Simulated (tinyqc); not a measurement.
# Schottky emission and Poole-Frenkel conduction in an insulator, and how to tell them apart: activation energy against field

Schottky emission (electrode-limited): J = As T^2 exp[-(pb - b sqrt(F))/Vt], b = sqrt(q/(4 pi eps0 ei)). Poole-Frenkel emission (bulk-limited): J = s0 F exp[-(pt - 2 b sqrt(F))/Vt]. F in V/cm.

The activation energy is -d ln J/d(q/kB T) at fixed F.

Parameters, values chosen for the exercise; dielectric values close to those of hafnium oxide: temperature T = 350 K; high-frequency relative permittivity ei = 4.25; trap depth pt = 0.79 eV; Poole-Frenkel prefactor s0 = 1.2 S/cm; electrode barrier pb = 1.53 eV; Richardson constant As = 17 A/(cm^2 K^2).

Constants: q = 1.602176634e-19 C, kB = 1.380649e-23 J/K, Vt = kB T/q, eps0 = 8.8541878128e-14 F/cm where lengths are in cm. Results are converted to the units shown.

Activation energy against field:
```
F (MV/cm)	sqrt(F) ((V/cm)^0.5)	J, Schottky (A/cm^2)	its Ea (eV)	J, Poole-Frenkel (A/cm^2)	its Ea (eV)
0.2	447.2	2.971e-15	1.508	2.373e-4	0.6254
0.54	734.8	1.719e-14	1.455	0.02145	0.5195
0.88	938.1	5.942e-14	1.418	0.4177	0.4447
1.22	1105	1.641e-13	1.387	4.417	0.3834
1.57	1253	4.061e-13	1.360	34.81	0.3287
1.91	1382	8.925e-13	1.336	204.5	0.2812
2.25	1500	1.833e-12	1.314	1017	0.2378
2.59	1609	3.574e-12	1.294	4447	0.1975
```

Both activation energies fall linearly in sqrt(F), the Poole-Frenkel one twice as fast (0.625 to 0.198 eV against 1.51 to 1.29 eV). They extrapolate to pt = 0.79 eV and to pb + 2 kB T = 1.59 eV, the 2 kB T coming from the T^2. The Schottky current is the smaller one in every row. For F = 1.91, 2.25, 2.59 a Fowler-Nordheim estimate for tunnelling through pb with a mass of 0.4 m0 exceeds the Schottky current, so tunnelling, left out here, would compete.

Program tinyqc, `OMP_NUM_THREADS=1 python tinyqc.py 2370032 2370033 out.jsonl`; Intel Xeon 2.30GHz, shared host, one thread, about 0.01 s.
